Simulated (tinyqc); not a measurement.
## Threshold-voltage variability of a planar MOSFET, analytic estimates: effect of the gate length

Three independent sources add in quadrature: random dopants in the depleted layer, metal-gate grains of two orientations, and roughness of the two gate edges acting through the roll-off VT = VT(long) - Vr exp(-L/l). These are first-order estimates: no three-dimensional electrostatics, no percolation.

ni = sqrt(Nc Nv) exp(-Eg/(2 Vt)), Eg in volts; Cox = 3.9 eps0/ti; Wd = sqrt(4 eps0 eps_r Vt ln(Na/ni)/(q Na)); dopants: s1 = (q/Cox) sqrt(Na Wd/(3 L W)). Grains: Ng = L W/G^2 (at least 1), s2 = dW sqrt(p (1 - p)/Ng). Edges, with exponential correlation and u = W/La: the mean gate length has sL^2 = 2 De^2 (2/u)[1 - (1 - exp(-u))/u]; s3 = sL (Vr/l) exp(-L/l). s = sqrt(s1^2 + s2^2 + s3^2). l and Vr are held fixed.

Inputs (values chosen for the exercise); material values close to those of silicon:
- T = 300 K (temperature)
- Eg = 1.12 eV (band gap)
- eps_r = 11.7 (relative permittivity of the semiconductor)
- Nc = 2.78e19 cm^-3 (conduction-band density of states at T)
- Nv = 2.6e19 cm^-3 (valence-band density of states at T)
- Na = 3.3e17 cm^-3 (channel doping)
- ti = 2.1 nm (oxide-equivalent thickness in inversion)
- W = 73 nm (gate width)
- G = 10 nm (metal grain size)
- dW = 0.2 eV (work-function difference of the two grain orientations)
- p = 0.5 (share of the orientation of higher work function)
- De = 1.2 nm (rms roughness of one gate edge)
- La = 15 nm (correlation length of the roughness)
- l = 3.4 nm (decay length of the threshold roll-off)
- Vr = 2.6 V (prefactor of the roll-off)

Constants: q = 1.602176634e-19 C, kB = 1.380649e-23 J/K, Vt = kB T/q, eps0 = 8.8541878128e-14 F/cm where lengths are in cm. Results are converted to the units shown.

Result of one run:
```
s1 (mV),s2 (mV),s3 (mV),s (mV),s sqrt(L W) (mV um)
15.12,19.24,0.01395,24.47,1.272
```

Which gate length L gave this result: 14, 17, 30 or 37 nm?

L = 37 nm.

The whole series:
```
L (nm),s1 (mV),s2 (mV),s3 (mV),s (mV),s sqrt(L W) (mV um)
12,26.55,33.79,21.77,48.17,1.426
14,24.58,31.28,12.09,41.58,1.329
17,22.31,28.39,5.002,36.45,1.284
21,20.07,25.54,1.542,32.52,1.273
25,18.40,23.41,0.4756,29.78,1.272
30,16.79,21.37,0.1093,27.18,1.272
37,15.12,19.24,0.01395,24.47,1.272
44,13.87,17.64,0.001779,22.44,1.272
```

As L goes from 12 to 44 nm, s falls from 48.2 to 22.4 mV. The grains are the largest source in the first and the last row. The product s sqrt(L W) falls from 1.43 to 1.27 mV um: s1 and s2 go as 1/sqrt(L W), so the change comes from s3 alone. In every row the depletion depth exceeds L, so source and drain share much of the charge and s1 is rough.

Computed by the program tinyqc: `OMP_NUM_THREADS=1 python tinyqc.py 2090008 2090009 out.jsonl`, one thread of a shared Intel Xeon 2.30GHz, about 0.01 s for the whole run.
